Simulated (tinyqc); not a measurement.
Kinetic Monte Carlo and master equation for a particle on a ring of sites with traps and bias: one step, computed by the program tinyqc. Command: `OMP_NUM_THREADS=1 python tinyqc.py 3008343 3008344 out.jsonl kmc walk`. One thread of a shared host (Intel(R) Xeon(R) Processor @ 2.30GHz), about 0.1 s of CPU time with the checks.

8 sites on a ring, numbered 1 to 8. The saddle between i and i+1 lies at E0 + s b_i and site i at s eps_i; a force F tilts the landscape, with the saddle half-way.

Task: Twelve steps of the residence-time algorithm. Start on site 1 at t = 0. Hop right if r1 is below the share right, else left; advance the clock by -ln(r2) times the mean stay.

Inputs (values chosen for the exercise, for a model defect): temperature T = 500 K.

Disorder: both.

Random numbers:
```
step      r1      r2
1     0.2912  0.8874
2     0.5269  0.1834
3     0.2084  0.2734
4     0.3102  0.3608
5     0.9330  0.5618
6     0.5353  0.7544
7     0.2193  0.8553
8     0.3995  0.6113
9     0.5477  0.3554
10    0.6490  0.1454
11    0.3488  0.6819
12    0.6418  0.7092
```

Rates, shares of right hops and mean stays:
```
site  k right (1/s)  k left (1/s)  share right  mean stay (s)
1      1.185533e+06  4.259294e+06    0.2177357   1.836605e-07
2      2.550628e+05  7.333432e+05    0.2580547   1.011730e-06
3      2.843892e+06  9.870192e+05    0.7423539   2.610345e-07
4      4.749755e+06  1.453939e+07    0.2462398   5.184263e-08
5      2.012462e+06  6.499704e+05    0.7558734   3.755964e-07
6      5.092252e+06  1.423884e+07    0.2634229   5.173014e-08
7      5.961326e+07  5.010656e+06    0.9224644   1.547415e-08
8      5.560377e+07  5.865804e+07    0.4866348   8.751831e-09
```

Give: Trajectory.

Result:

Trajectory:
```
step  site    hop   wait (s)  clock (s)  net hops
1        1   left  2.194e-08  2.194e-08        -1
2        8   left  1.484e-08  3.678e-08        -2
3        7  right  2.007e-08  5.685e-08        -1
4        8  right  8.922e-09  6.577e-08         0
5        1   left  1.059e-07  1.717e-07        -1
6        8   left  2.467e-09  1.741e-07        -2
7        7  right  2.419e-09  1.766e-07        -1
8        8  right  4.307e-09  1.809e-07         0
9        1   left  1.900e-07  3.709e-07        -1
10       8   left  1.688e-08  3.877e-07        -2
11       7  right  5.925e-09  3.937e-07        -1
12       8   left  3.007e-09  3.967e-07        -2
```
